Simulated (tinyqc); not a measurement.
## Length offset and series resistance from crossing lines

Problem. R_total = Rs + k (L - dL)/Vo with constant Rs, dL and k. Find k, dL and Rs.

R_total at (L, Vo) = (30, 0.44), (90, 0.44), (30, 0.8) and (90, 0.8), L in nm and Vo in V (ohm um): 435.47727  721.84091  388.01250  545.51250

Answer. At each overdrive R is a straight line in L with slope k/Vo; the two lines cross at L = dL, R = Rs.

k = 2.10 ohm um V/nm
dL = 7.90 nm
Rs = 330 ohm um

Program tinyqc, `OMP_NUM_THREADS=1 python tinyqc.py 2282108 2282109 out.jsonl`; Intel Xeon 2.30GHz, shared host, one thread, about 0.03 s.
